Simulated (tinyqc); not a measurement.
Gamma, L and X subbands of a thin body with non-parabolic valleys, step by step. Values are carried at full precision from step to step, so a last printed digit may differ when a step is redone from the rounded ones.

Hard walls, flat band, c = hbar^2/2m0, energies from the bulk Gamma edge. For a valley at angle theta to the normal 1/m_z = cos^2/ml + sin^2/mt and m_d = sqrt(ml mt^2/m_z). Subband n starts at E_v + e with e (1 + a e) = c (n pi/t)^2/m_z, and its density-of-states mass is taken as m_d (1 + 2 a e), without further growth at higher in-plane energy. Groups are named by valley and degeneracy.

Constants: hbar^2/2m0 = 3.80998211 eV angstrom^2; kB = 8.617333262e-05 eV/K.

Inputs chosen for the exercise (near those of a thin GaSb channel; shifted at random, so the results belong to these values and not to a real crystal): face = 111 (surface); mG = 0.039 m0 (Gamma mass); aG = 1.15 1/eV (Gamma non-parabolicity); EL = 0.068 eV (L edge above Gamma); mL = (1.334, 0.099) m0 (L valleys (four, along <111>): ml, mt); EX = 0.333 eV (X edge above Gamma); mX = (1.503, 0.226) m0 (X valleys (three, along <100>): ml, mt); aS = 0.34 1/eV (non-parabolicity of L and X); t = 64 angstrom (body thickness); Ns = 11 x 1e12/cm^2 (sheet density); T = 300 K (temperature); eot = 13 angstrom (equivalent oxide thickness).

## Valley groups

List degeneracy, edge, m_z, m_d and a.

Groups:

| group | g | E_v (eV) | m_z | m_d | a (1/eV) |
|---|---|---|---|---|---|
| G1 | 1 | 0.000 | 0.0390 | 0.0390 | 1.15 |
| L1 | 1 | 0.068 | 1.3340 | 0.0990 | 0.34 |
| L3 | 3 | 0.068 | 0.1104 | 0.3442 | 0.34 |
| X3 | 3 | 0.333 | 0.3153 | 0.4934 | 0.34 |

## Subband edges

n = 1 to 8 for each group; list the ten lowest.

Subbands:

| subband | g | E (eV) | DOS mass |
|---|---|---|---|
| L1 n=1 | 1 | 0.0749 | 0.0995 |
| L1 n=2 | 1 | 0.0953 | 0.1008 |
| L1 n=3 | 1 | 0.1287 | 0.1031 |
| L3 n=1 | 3 | 0.1490 | 0.3632 |
| L1 n=4 | 1 | 0.1743 | 0.1062 |
| G1 n=1 | 1 | 0.1927 | 0.0563 |
| L1 n=5 | 1 | 0.2310 | 0.1100 |
| L1 n=6 | 1 | 0.2978 | 0.1145 |
| X3 n=1 | 3 | 0.3618 | 0.5031 |
| L3 n=2 | 3 | 0.3698 | 0.4149 |

The lowest subband is L1 n=1, 20 meV below L1 n=2; in the bulk the lowest valley is Gamma.

## Filling and quantum capacitance

n_i = g m/(2 pi c) kB T ln(1 + exp((EF - E_i)/kB T)), sum n_i = Ns (1e12/cm^2 = 1e-4/angstrom^2), c = hbar^2/2m0. Quantum capacitance Cq = 1602.176634 sum g m/(2 pi c) f_i in microfarad/cm^2 with f_i = 1/(1 + exp((E_i - EF)/kB T)); Cox = 34.5313/eot (one gate); C/Cox = Cq/(Cq + Cox), the centroid term left out.

Over the ten listed subbands, named by valley (G, L, X), degeneracy and number.

EF = 0.1345 eV

n_i in the order of the list (1e12/cm^2): 2.581  1.870  0.905  5.326  0.223  0.061  0.028  0.002  0.002  0.002

Cq = 43.80 microfarad/cm^2
Cox = 2.656 microfarad/cm^2
C/Cox = 0.943

EF lies 60 meV above the lowest edge; Gamma holds 1 % of the electrons. The density of states is ample: only 6 % of the gate capacitance is lost.

## Checks

- Cq against the slope dNs/dEF by finite differences, microfarad/cm^2: both 43.80.

tinyqc: `OMP_NUM_THREADS=1 python tinyqc.py 1281854 1281855 out.jsonl`; about 0.02 s, one thread, shared Intel(R) Xeon(R) Processor @ 2.30GHz.
